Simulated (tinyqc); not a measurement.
Non-radiative capture by multiphonon emission, one effective mode: one step, computed by the program tinyqc.

The initial state (free carrier plus empty centre) lies dE above the final state; both have the same frequency and are displaced by dQ.

Problem. Geometry of the two curves. dQ = sqrt(2 S (hbar^2/u)/hbar omega); relaxation energy lambda = S hbar omega; phonons needed P = dE/hbar omega; classical barrier E_b = (dE - lambda)^2/(4 lambda); occupation n = 1/(exp(hbar omega/k_B T) - 1).

Inputs (values chosen for the exercise, with mass, screening and phonons like those of GaN):

| quantity | value | unit |
|---|---|---|
| energy released dE | 0.516 | eV |
| phonon energy hbar omega | 52.5 | meV |
| Huang-Rhys factor S | 1.22 | - |
| temperature T | 500 | K |

Centre: attractive.

Constants: hbar^2/u = 4.18015928e-03 eV angstrom^2; k_B = 8.617333262e-05 eV/K.

Give: dQ; lambda; P; classical barrier E_b; occupation n.

Solution.

dQ = 0.4408 u^(1/2) angstrom

lambda = 0.06405 eV

P = 9.829

classical barrier E_b = 0.7973 eV

occupation n = 0.4198

dE exceeds lambda: the inverted case usual for deep centres, in which the curves cross on the far side of the initial minimum.
